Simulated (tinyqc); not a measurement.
Critical temperature from a phonon spectrum: McMillan, Allen-Dynes and the linearised Eliashberg equation: one step, computed by the program tinyqc. Command: `OMP_NUM_THREADS=1 python tinyqc.py 3011637 3011638 out.jsonl eliashberg walk`. One thread of a shared host (Intel(R) Xeon(R) Processor @ 2.30GHz), about 0.02 s of CPU time with the checks.

alpha^2 F(omega) = sum_i (lambda_i omega_i/2) delta(omega - omega_i), so that lambda = 2 int alpha^2 F/omega d omega = sum_i lambda_i.

Task: Moments of the spectrum. omega_log = exp(sum lambda_i ln omega_i / lambda); omega_rms = sqrt(sum lambda_i omega_i^2 / lambda).

Inputs (values chosen for the exercise, for a model metal):
```
quantity,value,unit
peak energy omega_1,5.66,meV
coupling lambda_1,0.697,-
peak energy omega_2,14.1,meV
coupling lambda_2,0.513,-
```

Peaks in alpha^2 F: two.

Give: lambda; omega_log; omega_rms.

Result:

lambda = 1.21

omega_log = 8.334 meV

omega_rms = 10.14 meV
